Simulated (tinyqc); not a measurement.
Inside a calculation. Model: one-sided p+-n junction, ionisation integral and breakdown.

Program tinyqc, `OMP_NUM_THREADS=1 python tinyqc.py 2120008 2120009 out.jsonl`; Intel Xeon 2.30GHz, shared host, one thread, about 0.03 s. Printed values are rounded.

A p+ layer at x < 0 and an n drift layer from x = 0. Depletion approximation, built-in voltage neglected. Local ionisation coefficients alpha_n = an exp(-(bn/E)^mx), alpha_p = ap exp(-(bp/E)^mx). Electrons move towards +x, holes towards x = 0.

Values chosen for this exercise; material values close to those of silicon:
```
symbol,value,unit,meaning
eps_r,11.5,,relative permittivity
an,7.51e5,1/cm,prefactor of the electron ionisation coefficient
bn,1.21e6,V/cm,field constant for electrons
ap,1.55e6,1/cm,prefactor of the hole ionisation coefficient
bp,1.97e6,V/cm,field constant for holes
mx,1,,exponent
N,1.1e16,cm^-3,donor density of the drift layer
V,39.8,V,reverse voltage
fr,0.4,,share of the depleted width that the grid covers
```

Constants: q = 1.602176634e-19 C, eps0 = 8.8541878128e-14 F/cm where lengths are in cm. Results are converted to the units shown.

## Field and ionisation coefficients on a grid

W = sqrt(2 eps0 eps_r V/(q N)), peak field E0 = q N W/(eps0 eps_r), falling linearly to 0 at W. Grid: 13 equal steps from 0 to fr W.

W = 2.144511 um

```
point,x (um),E (kV/cm),alpha_n (1/cm),alpha_p (1/cm)
0,0.0000000,371.1802,28833.37,7679.964
1,0.0659850,359.7593,25998.67,6489.115
2,0.1319699,348.3383,23284.11,5422.673
3,0.1979549,336.9174,20697.67,4476.671
4,0.2639398,325.4965,18247.12,3646.316
5,0.3299248,314.0755,15939.96,2925.993
6,0.3959097,302.6546,13783.18,2309.291
7,0.4618947,291.2337,11783.10,1789.047
8,0.5278796,279.8128,9945.153,1357.423
9,0.5938646,268.3918,8273.616,1006.013
10,0.6598495,256.9709,6771.355,725.9839
11,0.7258345,245.5500,5439.525,508.2424
12,0.7918194,234.1290,4277.272,343.6426
13,0.8578044,222.7081,3281.449,223.2086
```

## Ionisation integrals by the trapezoid rule

G(x) = integral from 0 to x of (alpha_n - alpha_p); I_n = integral of alpha_n exp(-G) (electrons injected at x = 0), I_p = integral of alpha_p exp(G(end) - G) (holes injected at the far edge); M = 1/(1 - I). All integrals by the trapezoid rule on the grid.

```
point,G,alpha_n exp(-G) (1e4 1/cm)
0,0.0000000,2.883337
1,0.1341572,2.273460
2,0.2574533,1.799903
3,0.3698997,1.429802
4,0.4715885,1.138639
5,0.5626965,0.908053
6,0.6434880,0.724246
7,0.7143161,0.576814
8,0.7756220,0.457892
9,0.8279327,0.361517
10,0.8718555,0.283161
11,0.9080702,0.219377
12,0.9373177,0.167531
13,0.9603856,0.125596
```

I_n = 0.7815828
I_p = 0.4237670
M_n = 4.578393
M_p = 1.735409

A grid of 1500 steps over the whole width gives I_n = 0.7998 and I_p = 0.4473; the coarse I_n is 2.3 % below and the coarse I_p 5.3 % below those values. Electrons multiply more: on this coarse grid M - 1 is 4.87 times as large for them.

## Breakdown voltage by secant steps

G(x) = integral from 0 to x of (alpha_n - alpha_p); I_n = integral of alpha_n exp(-G) (electrons injected at x = 0), I_p = integral of alpha_p exp(G(end) - G) (holes injected at the far edge); M = 1/(1 - I). Secant steps on ln I_n(V) = 0 with the integrals on a fine grid (1500 steps), from the points V = 39.3 and 41.9 V; stop when the step is below 1e-7 of V.

Course of the iteration:
```
step,V (V),I_n,change of V (V)
1,41.9,0.8661179,3.74
2,45.63917,0.9780069,0.684
3,46.32359,0.9975964,0.0831
4,46.40664,0.9999545,1.60e-3
5,46.40824,0.9999999,3.35e-6
```

Breakdown at 46.408 V, with a peak field of 400.8 kV/cm and W = 2.316 um. The integral for holes reaches 1 at the same voltage.
